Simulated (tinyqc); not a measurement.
Worked calculation: Heisenberg magnet: exchange from energy differences, ordering vector, linear spin waves and ordering temperature. Computed by tinyqc, a small Python program that keeps every step. Command: `OMP_NUM_THREADS=1 python tinyqc.py 3022130 3022131 out.jsonl magnon walk`. One thread of a shared host (Intel(R) Xeon(R) Processor @ 2.30GHz), about 0.03 s of CPU time with the checks. Intermediate numbers are printed to about 6 digits and carried at full precision; extremes and crossings named in words are read from the listed rows.

H = -sum over pairs <ij> J_ij S_i.S_j - K sum_i (S_i^z)^2, each pair once, J > 0 ferromagnetic. First neighbours: 4 at a (1, 0), second: 4 at a (1, 1), with all permutations and signs.

Inputs (values chosen for the exercise, for a model magnet):

| quantity | value | unit |
|---|---|---|
| exchange J1 | 20.4 | meV |
| exchange J2 | -3.3 | meV |
| spin S | 1 | - |
| single-ion anisotropy K | 1.4 | meV |
| lattice constant a | 3.59 | angstrom |
| mesh divisions n | 60 | - |
| temperature T | 190 | K |

Lattice: square. Order: ferromagnetic.

wave vector q (2 pi/a): 0.15  0.29

Constants: h x 1 THz = 4.135667696 meV; k_B = 8.617333262e-05 eV/K.

## Energies of ordered states

J(q) = J1 g1(q) + J2 g2(q), g_s(q) = sum over shell s of cos(q.R). A classical spiral or collinear state of wave vector Q has the exchange energy -(S^2/2) J(Q) per site.

States, Q in 2 pi/a:

| Q | g1 | g2 | energy (meV/site) |
|---|---|---|---|
| G (0, 0) | 4 | 4 | -34.2 |
| X (0.5, 0) | 0 | -4 | -6.6 |
| M (0.5, 0.5) | -4 | 4 | 47.4 |

The lowest of these is G (0, 0), 27.600 meV per site below X (0.5, 0).

## Back from energy differences to J1 and J2

Subtract the first row of the table from the second and third: dE = -(S^2/2)(dg1 J1 + dg2 J2), two equations for two unknowns, as in mapping total energies onto a spin model.

coefficients:
```
   J1  J2
1   2   4
2   4   0
```

energy differences (meV/site): 27.6  81.6

J1, J2 (meV): 20.4  -3.3

## Magnon energy at q

g_s(q) = sum over shell s of cos(q.R), z1 = g1(0). E(q) = S [J(0) - J(q)] + (2S - 1) K, J(q) = J1 g1 + J2 g2. The factor 2S - 1 removes the anisotropy for S = 1/2.

g1(q) = 0.678191

g2(q) = -0.584705

E(q) = 54.0354 meV

frequency = 13.0657 THz

## Long waves and the gap

sum R_x^2 over the shells is s1 = 2 a^2 and s2 = 4 a^2. E = gap + D q^2 with D = (S/2)(J1 s1 + J2 s2) and gap = (2S - 1) K.

stiffness D = 177.856 meV angstrom^2

gap = 1.4 meV

## Dispersion

The formulas are those given above.

Energies (meV); X = (0.5, 0), M = (0.5, 0.5) in 2 pi/a:

| line | fraction of the way | E(q) | gap + D q^2 |
|---|---|---|---|
| G-X | 0.10 | 2.751 | 2.762 |
| G-X | 0.25 | 9.484 | 9.913 |
| G-X | 0.50 | 29.000 | 35.450 |
| G-X | 0.75 | 48.516 | 78.013 |
| G-X | 1.00 | 56.600 | 137.601 |
| G-M | 0.10 | 4.133 | 4.124 |
| G-M | 0.25 | 18.700 | 18.425 |
| G-M | 0.50 | 69.800 | 69.500 |
| G-M | 0.75 | 134.100 | 154.626 |
| G-M | 1.00 | 164.600 | 273.801 |

At the end of the G-X rows the long-wave form is 2.43 times the true energy. At the end of the G-M rows the long-wave form is 1.66 times the true energy. It holds to 5 % in 5 of the ten rows.

## Loss of moment

Mesh: q = sum_i (m_i + 1/2)/n b_i, m_i = 0..n-1, b = [[1, 0], [0, 1]] in 2 pi/a; <..> is the mean over the mesh. n = 1/(exp(E/(k_B T)) - 1); no zero-point loss; thermal loss <n>; moment = S less the losses.

zero-point loss = 0

thermal loss = 0.252636

moment <S^z> = 0.747364

The thermal loss is 25.26 % of S. Caution: with so many magnons their interaction matters and linear theory fails.

## Ordering temperature

K left out. Mean field: k_B T = S (S + 1) J(Q)/3 at the ordering vector Q; random-phase (Tyablikov): k_B T = [S (S + 1)/3] / <1/(J(Q) - J(q))>, which diverges in two dimensions and gives 0; Curie-Weiss theta = S (S + 1) J(0)/(3 k_B).

mean-field ordering temperature = 529.166 K

random-phase ordering temperature = 0 K

Curie-Weiss temperature = 529.166 K

Checks made by the program: the long-wave formula against the dispersion (relative difference 3e-06).
